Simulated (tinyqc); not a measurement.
Square on-chip spiral inductor, lumped pi model: two steps of the calculation.

Outer diameter do = di + 2 n wd + 2 (n - 1) sp, mean da = (do + di)/2, fill p = (do - di)/(do + di), length l = 4 n da. L = 2.34 mu0 n^2 da/(1 + 2.75 p), mu0 = 4 pi 1e-7 H/m. Rs = rho l/(wd delta (1 - exp(-th/delta))), delta = sqrt(rho/(pi f mu0)). Cs = n wd^2 eps0 eo/hu across the coil. At each end Cox = l wd eps0 eo/(2 ho) leads to the substrate branch Rsi = 2 rs he/(l wd) in parallel with Csi = l wd eps0 11.7/(2 he). With one end grounded Y = 1/(Rs + i w L) + i w Cs + 1/[1/(i w Cox) + 1/(1/Rsi + i w Csi)], w = 2 pi f; Q = -Im Y/Re Y. Eddy currents in neighbouring turns and in the substrate are left out.

Inputs (values chosen for the exercise); values of the order met in silicon radio-frequency processes: number of turns n = 3.5; line width wd = 8 um; space between turns sp = 3 um; inner diameter di = 40 um; metal thickness th = 3.4 um; metal resistivity rho = 2.2 uohm cm; oxide below the coil ho = 4.3 um; oxide between coil and underpass hu = 1.5 um; relative permittivity of the oxide eo = 3; substrate resistivity rs = 20 ohm cm; effective spreading depth in the substrate he = 30 um; frequency f = 4.7 GHz.

Constants: eps0 = 8.8541878128e-12 F/m. Results are converted to the units shown.

Question 1. Geometry and model elements. do, l, L, delta, Rs, Cs, Cox, Rsi and Csi as defined.

Give: do; l; L; delta; Rs; Cs; Cox; Rsi; Csi.

Answer 1.

do = 111.0 um
l = 1057 um
L = 1.186 nH
delta = 1.089 um
Rs = 2.792 ohm
Cs = 3.967 fF
Cox = 26.12 fF
Rsi = 1419 ohm
Csi = 14.60 fF

Question 2. Admittance, quality factor and apparent inductance. Series branch 1/(Rs + i w L), substrate branch, total Y, Q = -Im Y/Re Y, apparent inductance Im(1/Y)/w, metal-only value w L/Rs, share of the loss in the substrate Re(substrate branch)/Re Y.

L = 1.1860307 nH
Rs = 2.7924759 ohm
Cs = 3.9666761 fF
Cox = 26.117795 fF
Rsi = 1419.1107 ohm
Csi = 14.599847 fF

Give: series branch; substrate branch; Y; Q; apparent inductance; w L/Rs; share of the loss in the substrate.

Answer 2.

series branch = 2.26-28.37i mS
substrate branch = 0.2158+0.4030i mS
Y = 2.48-27.85i mS
Q = 11.24
apparent inductance = 1.206 nH
w L/Rs = 12.54
share of the loss in the substrate = 8.710 %

Q is 89.6 % of the metal-only value.

Computed by the program tinyqc: `OMP_NUM_THREADS=1 python tinyqc.py 2302247 2302248 out.jsonl`, one thread of a shared Intel Xeon 2.30GHz, about 0.01 s for the whole run.
